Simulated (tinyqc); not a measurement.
Threshold switch as oscillator and as selector in a crossbar: two steps of the calculation.

Off state: I = Ith sinh(V/V0)/sinh(Vth/V0) up to Vth. On state: V = Vh + I Ron down to the holding current Ih, at Vl = Vh + Ih Ron. Switching is instantaneous.

Inputs (values chosen for the exercise); values of the order of Ge-Sb-Te and related chalcogenides: threshold voltage Vth = 3.1 V; holding voltage Vh = 1.11 V; on-state resistance Ron = 2.1 kohm; current at threshold Ith = 0.13 uA; voltage scale of the off-state sinh V0 = 0.17 V; holding current Ih = 11 uA; capacitance across the switch C = 9.1 fF; rows and columns of the array N = 256; supply voltage Vs = 3.76 V; load resistance RL = 760 kohm.

Question 1. Relaxation oscillation. With a load RL from Vs and C across the switch, it oscillates if the load line misses both branches: (Vs - Vl)/Ih < RL < (Vs - Vth)/Ith. Charging without leakage takes RL C ln[(Vs - Vl)/(Vs - Vth)]; discharging takes (RL || Ron) C ln[(Vth - Ve)/(Vl - Ve)], Ve = (Vs Ron + Vh RL)/(Ron + RL).

Give: Vl; smallest RL; largest RL; charging time; Ve; discharging time; frequency.

Answer 1.

Vl = 1.133 V
smallest RL = 238.8 kohm
largest RL = 5077 kohm
charging time = 9.553 ns
Ve = 1.117 V
discharging time = 0.09209 ns
frequency = 103.7 MHz

With the off-state leakage included the charging takes 9.754 ns, 2.1 % above this value.

Question 2. Leakage in a crossbar. In an N x N array driven at Vs, the V/2 scheme puts Vs/2 on 2 (N - 1) cells; the V/3 scheme puts Vs/3 on all N^2 - 1 others, N - 1 of them on the selected row. Row leakage is (N - 1) I; wasted power is the number of cells times V I.

Give: I at Vs/2; row leakage, V/2; wasted power, V/2; I at Vs/3; row leakage, V/3; wasted power, V/3.

Answer 2.

I at Vs/2 = 0.099367 nA
row leakage, V/2 = 0.025339 uA
wasted power, V/2 = 0.095273 uW
I at Vs/3 = 0.0024907 nA
row leakage, V/3 = 6.3512e-4 uA
wasted power, V/3 = 0.20458 uW

The V/3 scheme cuts the row leakage by 39.9 and raises the wasted power by a factor of 2.15.

Range of the model: Delay times, drift of Vth and line resistance are left out.

Numbers from tinyqc (`OMP_NUM_THREADS=1 python tinyqc.py 2490124 2490125 out.jsonl`; about 0.01 s on one thread of a shared Intel Xeon 2.30GHz).
